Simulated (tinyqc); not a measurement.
Inside a calculation. Method: coupled-perturbed Hartree-Fock on RHF in the sto-3g basis, for H3+, spin multiplicity 1. One step of it, computed by the program tinyqc.

Problem. Coupled step 2. U_ai = -(mu_ai + sum_bj [4 (ai|bj) - (ab|ij) - (aj|bi)] U_bj) / (e_a - e_i); alpha = -4 sum U_ai mu_ai.

U after step 1:
```
          i1
a2  0.003247
a3  0.876593
```

dipole integrals <a|z|i> (bohr):
```
           i1
a2  -0.003170
a3  -0.911129
```

orbital energies (hartree): MO1 -1.183033, MO2 -0.075604, MO3 -0.003414

Two-electron integrals over orbitals (pq|rs), unique and non-zero (hartree):
```
(11|11) 0.603444    (21|11) -0.009341   (21|21) 0.143486    (22|11) 0.579920
(22|21) 0.092676    (22|22) 0.668474    (31|11) 0.000085    (31|21) 2.33e-06
(31|22) -0.000791   (31|31) 0.143910    (32|11) 3.96e-06    (32|21) -0.000868
(32|22) -0.000089   (32|31) -0.089441   (32|32) 0.068804    (33|11) 0.590868
(33|21) -0.097610   (33|22) 0.514043    (33|31) 0.000842    (33|32) 0.000087
(33|33) 0.673382
```

Give: U after step 2; polarisability.

Solution.

U after step 2:
```
       i1
a2  0.003
a3  0.891
```

polarisability = 3.246 bohr^3
